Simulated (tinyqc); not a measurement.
What each change does: thin (001) film in sp3s* tight binding with raised dangling bonds.

Planes alternate anion (a), cation (c) along [001], a/4 apart, starting with an anion; zero in-plane momentum; levels counted from the bulk Ev, the lower root of [[Epa, Vxx], [Vxx, Epc]]; no spin-orbit coupling. Block of s, pz, s*: from an anion to the cation above, Vss/2 (s,s), Vsapc/2 (s,z), -Vscpa/2 (z,s), Vxx/2 (z,z), Vxapc/2 (s*,z), -Vpaxc/2 (z,s*); to the cation below the same with the s-z and s*-z signs reversed. Block of u = (px + py)/sqrt2 and v = (px - py)/sqrt2: to the cation above (Vxx + Vxy)/2 for u and (Vxx - Vxy)/2 for v, to the cation below the reverse. Each surface atom has two dangling sp3 hybrids; raising both by dl adds (dl/2) [[1, t], [t, 1]] to its s, pz levels (t = -1 at the bottom face, +1 at the top) and dl to the one of u, v in whose plane the missing bonds lie (v for a bottom anion or a top cation, u for a top anion).

Inputs chosen for the exercise (out of a larger set: near a published set for AlAs, fitted to gaps, whose masses and valley positions are rough; not measured data): p = (-7.494, 0.989, -1.167, 3.592, 7.485, 6.743, -6.704, 1.886, 4.34, 5.158, 5.487, 4.554, 5.036) eV (order Esa, Epa, Esc, Epc, Exa, Exc, Vss, Vxx, Vxy, Vsapc, Vscpa, Vxapc, Vpaxc); Nw = 31 (planes in the thicker film); dp = 30 eV (value of dl for the passivated films).

edges (eV): Gamma 3.08340, Delta 2.26247

A film of Nw planes with shift dp: highest level below mid-gap (half the lower bulk edge) and the two lowest above.

One parameter was then changed.

Results before and after:
```
case     Ev1 (eV)  Ec1 (eV)  Ec2 (eV)
base      -0.0296    2.2745    2.2771
changed   -0.0236    2.2729    2.2731
```

Which of these changes was made? (a) dp = 15 eV; (b) Nw = 35.
Answer: (b) Nw = 35. Of the candidates, run in turn, only this one gives the changed row.

All candidates:
```
case        Ev1 (eV)  Ec1 (eV)  Ec2 (eV)
base         -0.0296    2.2745    2.2771
Nw = 35      -0.0236    2.2729    2.2731
dp = 15 eV   -0.0297    2.2745    2.2771
```

An odd change of Nw also changes which atoms end the film, so levels need not move as thickness alone would move them; the row for dp shows how far the passivation is from converged.

Program tinyqc; command `OMP_NUM_THREADS=1 python tinyqc.py 1480056 1480057 out.jsonl`; about 0.6 s on one thread of a shared Intel(R) Xeon(R) Processor @ 2.30GHz.
